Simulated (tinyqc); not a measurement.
What sets the screening length: static screening by free carriers.

kF = (3 pi^2 n/Mv)^(1/3), EF = c kF^2/m with c = hbar^2/2m0, n in 1/angstrom^3 (1e-24 per 1/cm^3), e2 = e^2/(4 pi eps0). Thomas-Fermi: qTF^2 = 6 pi e2 n/(eps EF). Debye: qD^2 = 4 pi e2 n/(eps kB T).

F_j(eta) = (1/Gamma(j + 1)) integral_0^infinity x^j dx/(1 + exp(x - eta)), which tends to exp(eta) for eta << 0.

At finite T: qs^2 = qD^2 F_-1/2(eta)/F_1/2(eta), where n = Mv N F_1/2(eta) and N = 2 (m kB T/(4 pi c))^(3/2) with c = hbar^2/2m0, in 1/angstrom^3; times 1e24 for 1/cm^3.

Constants: hbar^2/2m0 = 3.80998211 eV angstrom^2; e^2/(4 pi eps0) = 14.39964547 eV angstrom; kB = 8.617333262e-05 eV/K.

Values chosen for the exercise (near those of Ge; shifted at random, so the results belong to these values and not to a real crystal):
- n = 2.7e+16 1/cm^3 (carrier density)
- m = 0.2196 m0 (mass of one isotropic valley)
- Mv = 4 (valleys)
- eps = 16.3 (background dielectric constant)
- T = 77 K

All results formed anew.

Results for these values:
```
case  Debye (angstrom)  Thomas-Fermi (angstrom)  finite T (angstrom)
base             148.8                    36.32                149.3
```

What happens to each result for eps = 19.56, all else kept?

Answer: Debye rises from 148.8 to 163.0; Thomas-Fermi rises from 36.32 to 39.79; finite T rises from 149.3 to 163.6.

The same for each parameter in turn:
```
case                Debye (angstrom)  Thomas-Fermi (angstrom)  finite T (angstrom)
base                           148.8                    36.32                149.3
n = 5.4e+16 1/cm^3             105.2                    32.36                106.0
m = 0.2855 m0                  148.8                    31.85                149.1
eps = 19.56                    163.0                    39.79                163.6
T = 137 K                      198.5                    36.32                198.8
Mv = 5                         148.8                    33.72                149.2
```

Program tinyqc; command `OMP_NUM_THREADS=1 python tinyqc.py 1682758 1682759 out.jsonl`; about 0.01 s on one thread of a shared Intel(R) Xeon(R) Processor @ 2.30GHz.
